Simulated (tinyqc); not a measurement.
Thermoelectric coefficients of a parabolic band, Landauer integrals: two steps of the calculation.

Bulk parabolic band, x = (E - Ec)/kB T, C = hbar^2/(2 m0), kB T in eV. Modes per area gv m kB T x/(4 pi C) times the back-scattering length l0 x^rr give the transport function s0 X(x), s0 = (2 q^2/h) gv m kB T l0/(4 pi C), X = x^(1 + rr). I_k = int X (x - eta)^k w dx, w = 1/(4 cosh^2((x - eta)/2)).

Values chosen for this exercise: temperature T = 400 K; mass of one valley m = 0.62 m0; valleys gv = 1; back-scattering length at x = 1 l0 = 0.51 nm; energy exponent of that length rr = 2; lattice thermal conductivity kL = 0.98 W/(m K); reduced Fermi level (EF - Ec)/kB T eta = 1.2.

Constants: q = 1.602176634e-19 C, kB = 1.380649e-23 J/K, hbar = 1.054571817e-34 J s, h = 6.62607015e-34 J s, m0 = 9.1093837015e-31 kg, Vt = kB T/q, hbar^2/(2 m0) = 0.0380998212 eV nm^2. Results are converted to the units shown.

Problem 1. Coefficients of the electrons. sigma = s0 I_0, S = -(kB/q) I_1/I_0, Lorenz number L = (kB/q)^2 [I_2/I_0 - (I_1/I_0)^2], kappa_e = L sigma T.

converged I_0, I_1, I_2: [15.316054, 50.476380, 224.69999]

Find: s0; sigma; S; L; kappa_e.

Solution 1.

s0 = 17.638 S/cm
sigma = 270.15 S/cm
S = -284.00 uV/K
L = 2.8289 x 1e-8 V^2/K^2
kappa_e = 0.30569 W/(m K)

L is 16 % above the Sommerfeld value (pi^2/3)(kB/q)^2 = 2.443e-8 V^2/K^2.

Problem 2. Power factor and figure of merit. Power factor S^2 sigma, ZT = S^2 sigma T/(kappa_e + kL).

sigma = 270.14914 S/cm
S = -283.99729 uV/K
kappa_e = 0.30569206 W/(m K)

Find: power factor; ZT; electronic share of kappa.

Solution 2.

power factor = 2.1789 mW/(m K^2)
ZT = 0.67788
electronic share of kappa = 23.776 %

Range of the model: Parabolic bands, elastic scattering and a fixed kL make these model figures, not those of a material.

Program tinyqc, `OMP_NUM_THREADS=1 python tinyqc.py 2800133 2800134 out.jsonl`; Intel Xeon 2.30GHz, shared host, one thread, about 0.2 s.
